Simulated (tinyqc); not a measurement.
Correction of a charged-defect supercell by a model charge and potential alignment (plane-averaged potentials). Changing the edge of the cubic cell L. Computed by tinyqc, a small Python program. Command: `OMP_NUM_THREADS=1 python tinyqc.py 3113806 3113807 out.jsonl align sweep`. One thread of a shared host (Intel(R) Xeon(R) Processor @ 2.30GHz), about 0.02 s of CPU time with the checks.

The "true" defect charge is (1 - x) q in a Gaussian of width sigma plus x q in one of width sigma_t, so the exact answer is known; the correction sees only a single model Gaussian of width sigma_m. A Gaussian of width s has the transform rho(G) = exp(-G^2 s^2/2), normalised to 1. A uniform background cancels q, so G = 0 is left out. Potentials are those felt by a unit positive charge. E_0 is the formation energy of the isolated defect, E_cell its value in the supercell, E_lat = E_iso - E_per of the model charge, C the true less the model potential far from the defect; the exact correction is E_0 - E_cell, and the error of a scheme is E_cell plus its correction less E_0.

Inputs (values chosen for the exercise, with screening close to that of GaAs): defect charge q = -3 e; dielectric constant eps = 13.2; width sigma of the true defect charge = 1 angstrom; width sigma_m of the model charge = 0.77 angstrom; share x of the charge in a wide tail = 0.14; width sigma_t of the tail = 1.6 angstrom; formation energy of the isolated defect E_0 = 2.63 eV.

Constants: e^2/(4 pi eps_0) = 14.39964548 eV angstrom.

Method:
- Periodic energy E_per = (2 pi q^2/(eps L^3)) (e^2/(4 pi eps_0)) sum_(G != 0) rho(G)^2/G^2, G = (2 pi/L)(n1, n2, n3), |n_i| <= 16. Isolated energy: two Gaussians of charges q_a, q_b and widths a, b interact by q_a q_b (e^2/(4 pi eps_0 eps)) sqrt(2/pi)/sqrt(a^2 + b^2), and the self-energy is half the sum over pairs.
- Supercell value E_cell = E_0 + E_per - E_iso for the true charge.
- E_lat = E_iso - E_per for the model charge; point-charge value alpha q^2 e^2/(4 pi eps_0 eps 2 L) with alpha = 2.837297.
- Plane-averaged potential at distance z from the defect: V(z) = (4 pi q/(eps L^3)) (e^2/(4 pi eps_0 e)) sum_(m != 0) rho(G_m) cos(G_m z)/G_m^2, G_m = 2 pi m/L, |m| <= 40.
- C = difference at z = L/2; E_corr = E_cell + E_lat - q C. For charges that have died out at L/2, C = (2 pi q/(eps L^3)) (e^2/(4 pi eps_0 e)) (<s^2> - sigma_m^2), <s^2> = (1 - x) sigma^2 + x sigma_t^2.

One run for each value; columns: (1) edge of the cubic cell L (angstrom); (2) exact correction (eV); (3) error with the point-charge term alone (meV); (4) alignment C (V); (5) error with alignment (rounded to 1e-4 meV) (meV):
```
(1)      (2)    (3)       (4)        (5)
7.95   1.602  149.5  -0.02498  1.812e+00
9.09   1.432  100.1  -0.01698  4.404e-01
10.20  1.295   70.8  -0.01209  1.027e-01
11.40  1.171   50.7  -0.00867  1.930e-02
12.50  1.076   38.5  -0.00658  3.800e-03
13.60  0.994   29.9  -0.00511  7.000e-04
14.80  0.918   23.2  -0.00397  1.000e-04
15.90  0.857   18.7  -0.00320          0
```

Over the rows, exact correction (eV) falls from 1.60 to 0.857 (exponent d ln y / d ln x -0.84 between the first rows and -0.95 between the last); error with the point-charge term alone (meV) falls from 150 to 18.7 (exponent d ln y / d ln x about -3.0 throughout); alignment C (V) rises from -0.0250 to -0.00320 (exponent d ln y / d ln x about -3.0 throughout). At the high end the exponent of exact correction is -0.95, close to -1: the point-charge term. The exponent of error with the point-charge term alone stays at -3: the next term after the point charge. The exponent of alignment C stays between -3.00 and -2.88, near -3: a second moment over the volume.
